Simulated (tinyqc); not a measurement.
## Polarisation charge from two barrier thicknesses

Inverse problem. Voff = phiB - dEc - q sigma d/(eps0 eb). Find sigma, phiB - dEc and the thickness at which Voff = 0.

Constants: q = 1.602176634e-19 C, eps0 = 8.8541878128e-14 F/cm where lengths are in cm. Results are converted to the units shown.

Voff at d = 13 and 39 nm (V): [-3.1581142, -10.917943]
eb = 9.47

Solution. Voff is a straight line in d: its slope is -q sigma/(eps0 eb) and its intercept phiB - dEc.

sigma = 1.56e13 cm^-2
phiB - dEc = 0.722 V
thickness for Voff = 0 = 2.42 nm

tinyqc, about 0.01 s, one thread, Intel Xeon 2.30GHz (shared host): `OMP_NUM_THREADS=1 python tinyqc.py 2180053 2180054 out.jsonl`
